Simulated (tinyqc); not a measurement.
Sp3 tight binding, zinc-blende lattice, step by step. One step of it, computed by the program tinyqc.

Problem. Bloch Hamiltonian at X. Slater-Koster rules over the four bonds with direction cosines (l, m, n): ss V_ss; s-px l V_sp; px-s -l V_sp; px-px l^2 V_pps + (1 - l^2) V_ppp; px-py l m (V_pps - V_ppp); each times exp(i k.d).

Parameters chosen for this model: zinc-blende lattice, anion at 0, cation at a/4 (1,1,1); V = eta hbar^2 / (m d^2), hbar^2/m = 7.619964 eV angstrom^2:
```
parameter,value,unit
a,4.340000,angstrom
d,1.879275,angstrom
Es anion,-14.680000,eV
Ep anion,-7.030000,eV
Es cation,-14.680000,eV
Ep cation,-7.030000,eV
eta ss,-1.320000,
eta sp,1.420000,
eta pp sigma,2.220000,
eta pp pi,-0.630000,
V ss,-2.848040,eV
V sp,3.063801,eV
V pp sigma,4.789886,eV
V pp pi,-1.359292,eV
```

k point X (2 pi / a): 1  0  0

Give: H(k) at X.

Solution.

H(k) at X (eV), lower triangle (Hermitian):
```
,a s,a px,a py,a pz,c s,c px,c py,c pz
a s,-14.6800
a px,0.0000,-7.0300
a py,0.0000,0.0000,-7.0300
a pz,0.0000,0.0000,0.0000,-7.0300
c s,0.0000,0.0000+7.0755i,0.0000,0.0000,-14.6800
c px,0.0000-7.0755i,0.0000,0.0000,0.0000,0.0000,-7.0300
c py,0.0000,0.0000,0.0000,0.0000-8.1989i,0.0000,0.0000,-7.0300
c pz,0.0000,0.0000,0.0000-8.1989i,0.0000,0.0000,0.0000,0.0000,-7.0300
```
